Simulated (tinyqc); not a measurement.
Inside a calculation. Model: MOS inversion layer, Poisson-Schroedinger loop.

Numbers from tinyqc (`OMP_NUM_THREADS=1 python tinyqc.py 2160095 2160096 out.jsonl`; about 1 s on one thread of a shared Intel Xeon 2.30GHz). Printed values are rounded.

Electrons confined at an insulator interface at z = 0, treated as a hard wall; parabolic valleys, Hartree approximation, no image or exchange terms. The depletion charge lies far deeper than the electrons and gives a uniform field q Nd/(eps0 eps_r); the gate balances all charge. Energies are counted from the band edge at the interface.

Inputs (values chosen for the exercise); masses and permittivity close to those of silicon (100): temperature T = 300 K; relative permittivity eps_r = 11.7; mass along z of valley set A (2 valley(s)) mz1 = 0.899 m0; in-plane density-of-states mass of set A md1 = 0.188 m0; mass along z of valley set B (4 valley(s)) mz2 = 0.188 m0; in-plane density-of-states mass of set B md2 = 0.416 m0; sheet density of electrons Ns = 5.1e12 cm^-2; sheet density of depletion charge Nd = 2.1e11 cm^-2; extra shift of set B (strain) dE = 0 eV; mesh step hz = 0.99 nm; mixing factor a = 0.5.

Constants: q = 1.602176634e-19 C, kB = 1.380649e-23 J/K, hbar = 1.054571817e-34 J s, m0 = 9.1093837015e-31 kg, Vt = kB T/q, eps0 = 8.8541878128e-14 F/cm where lengths are in cm, hbar^2/(2 m0) = 0.0380998212 eV nm^2. Results are converted to the units shown.

## Fixed part of the potential

z, node 1 to 17 (nm): 0.99  1.98  2.97  3.96  4.95  5.94  6.93  7.92  8.91  9.9  10.89  11.88  12.87  13.86  14.85  15.84  16.83

V0 = q Nd z/(eps0 eps_r) in eV.

fixed potential V0, node 1 to 17 (eV): 0.00321537  0.00643073  0.00964610  0.01286146  0.01607683  0.01929219  0.02250756  0.02572292  0.02893829  0.03215365  0.03536902  0.03858438  0.04179975  0.04501511  0.04823048  0.05144584  0.05466121

## Round 1: levels and probability densities

self-consistent potential U at the start, node 1 to 17 (eV): 0  0  0  0  0  0  0  0  0  0  0  0  0  0  0  0  0

Tridiagonal Hamiltonian with psi = 0 one step beyond both ends: H_ii = C (1/m_(i-1/2) + 1/m_(i+1/2))/hz^2 + V0_i + U_i (+ dE for the set B), H_(i,i+1) = -C/(m_(i+1/2) hz^2), C = hbar^2/(2 m0). The lowest 2 level(s) of each valley set are kept, normalised to hz sum |psi|^2 = 1. The mass is the same on all intervals.

levels (eV): A1 0.01775437, A2 0.03087111, B1 0.03010376, B2 0.05485367

```
node  |psi|^2 of A1 (1/nm)  |psi|^2 of A2 (1/nm)  |psi|^2 of B1 (1/nm)  |psi|^2 of B2 (1/nm)
1                0.0698992             0.0659525             0.0155221             0.0200191
2                0.1934892             0.1220617             0.0542769             0.0613270
3                0.2501718             0.0597620             0.0990285             0.0874995
4                0.2177901             0.0003824             0.1334202             0.0780035
5                0.1446895             0.0455805             0.1485239             0.0424605
6                0.0780222             0.1395042             0.1439178             0.0088708
7                0.0354201             0.1879166             0.1249666             0.0011484
8                0.0138693             0.1678039             0.0990113             0.0245421
9                0.0047660             0.1135776             0.0724409             0.0662342
10               0.0014562             0.0621617             0.0493370             0.1061493
11               0.0003997             0.0285703             0.0314325             0.1285104
12               0.0000994             0.0113028             0.0187634             0.1277210
13               0.0000225             0.0039145             0.0104622             0.1076881
14               0.0000047             0.0011993             0.0053841             0.0774061
15               0.0000009             0.0003248             0.0024760             0.0462432
16               0.0000002             0.0000748             0.0009305             0.0210183
17               0.0000000             0.0000115             0.0002073             0.0052595
```

## Round 1: Fermi level and occupations

Level k holds N_k = D_k Vt ln(1 + exp((EF - E_k)/Vt)) with D = 2 md1 m0 q/(pi hbar^2) for the set A, D = 4 md2 m0 q/(pi hbar^2) for the set B per eV (spin included); EF is fixed by sum N_k = Ns.

EF = -0.01810972 eV
N_k (cm^-2): A1 9.052696e11, A2 5.688055e11, B1 2.587895e12, B2 1.038030e12

## Round 1: density, output potential and mixing

n_i = sum_k N_k |psi_k|^2 (converted to cm^-3). Hartree part by Gauss: on the interval before node i the electrons still beyond are S_i = Ns - hz sum_(j<i) n_j, and U_i = U_(i-1) + q S_i hz/(eps0 eps_r) in eV, U_0 = 0 at the interface. Mixing: U(new) = U + a (U(out) - U).

```
node  n (1e18 cm^-3)  U(out) (eV)  U after round 1 (eV)
1           1.617416    0.0780874             0.0390437
2           4.487115    0.1537232             0.0768616
3           6.075683    0.2225573             0.1112786
4           6.236236    0.2821818             0.1410909
5           5.853489    0.3323533             0.1661766
6           5.316342    0.3736520             0.1868260
7           4.635452    0.4068921             0.2034460
8           3.897095    0.4331057             0.2165528
9           3.251407    0.4534120             0.2267060
10          2.745413    0.4687898             0.2343949
11          2.313544    0.4800061             0.2400031
12          1.876550    0.4877155             0.2438577
13          1.411056    0.4925804             0.2462902
14          0.949696    0.4953063             0.2476532
15          0.545948    0.4965927             0.2482964
16          0.242683    0.4970516             0.2485258
17          0.060024    0.4971426             0.2485713
```

## Course of the self-consistent loop

Start from U = 0. Stop when the largest |U(out) - U| is below 1e-7 eV, or after 60 rounds. From round 2 on: Anderson mixing of depth m keeps the last m inputs V and residuals F = V(out) - V(in), fits c by least squares to F = dF c over their successive differences dF, dV, and sets V(new) = V + a F - (dV + a dF) c. Here m = 4.

Course of the iteration:
```
round  level A1 (eV)      EF (eV)  largest |U(out) - U| (eV)
1         0.01775437  -0.01810972                      0.497
2         0.09512812   0.09754897                     0.0883
3          0.1131790    0.1121653                     0.0291
4          0.1401499    0.1353568                     0.0605
5          0.1375596    0.1357782                    4.10e-3
6          0.1372648    0.1354530                    1.75e-3
7          0.1377114    0.1359219                    4.31e-4
8          0.1376765    0.1359053                    4.73e-5
9          0.1376678    0.1358992                    1.26e-6
10         0.1376684    0.1358998                    1.46e-7
11         0.1376684    0.1358998                    2.27e-8
```

Converged in 11 rounds.

## Converged levels, occupations and centroid

converged U, node 1 to 17 (eV): 0.0780874  0.1260605  0.1544816  0.1717068  0.1822396  0.1890976  0.1938941  0.1973597  0.1998357  0.2015347  0.2026356  0.2033009  0.2036705  0.2038548  0.2039337  0.2039597  0.2039646

Solve for the levels with V0 + U, find EF, n_i = sum_k N_k |psi_k|^2 (in cm^-3); share of each level N_k/Ns; centroid sum n z/sum n.

levels (eV): A1 0.1376684, A2 0.1937563, B1 0.1952079, B2 0.2429272
EF = 0.1358998 eV
shares (%): A1 52.50985, A2 8.06986, B1 33.85410, B2 5.56619
n, node 1 to 17 (in units of 1e19 cm^-3): 1.986676  1.289871  0.738600  0.441511  0.242426  0.135999  0.087805  0.065282  0.051255  0.039462  0.028739  0.019506  0.012221  0.006962  0.003482  0.001394  0.000323
centroid = 2.585882 nm

An 800-node mesh to 28 nm with 8 levels a set gives A1 = 0.1391 eV, EF = 0.1374 eV and a centroid of 2.902 nm; the levels kept above hold 93.8 % of the electrons there. The coarse centroid is 11 % below the fine one.

## Closed-form estimates

Triangular well: E_k = a_k (C F^2/mz)^(1/3), a_1 = 2.338107, a_2 = 4.087949, C = hbar^2/(2 m0), F in eV/nm. Fang-Howard (all electrons in the lowest level of set A): b^3 = 6 (mz1/C) q (Nd + 11 Ns/32)/(eps0 eps_r), centroid 3/b, level C b^2/(4 mz1) + (3/b) q (Nd + 11 Ns/16)/(eps0 eps_r). Use F = q (Nd + Ns)/(eps0 eps_r), the surface field, and F = q (Nd + Ns/2)/(eps0 eps_r).

A1 with the surface field = 0.1540160 eV
A1 with Nd + Ns/2 = 0.09956548 eV
A2 with Nd + Ns/2 = 0.1740804 eV
b = 1.625938 1/nm
Fang-Howard centroid = 1.845089 nm
Fang-Howard level = 0.1340568 eV

Against the self-consistent A1 = 0.1391 eV on a fine mesh, the surface-field estimate is 11 % above it, the half-charge one 28 % below it and Fang-Howard 3.6 % below it. A1 holds 52.7 % of the electrons, and the Fang-Howard centroid is 36 % below the full one.
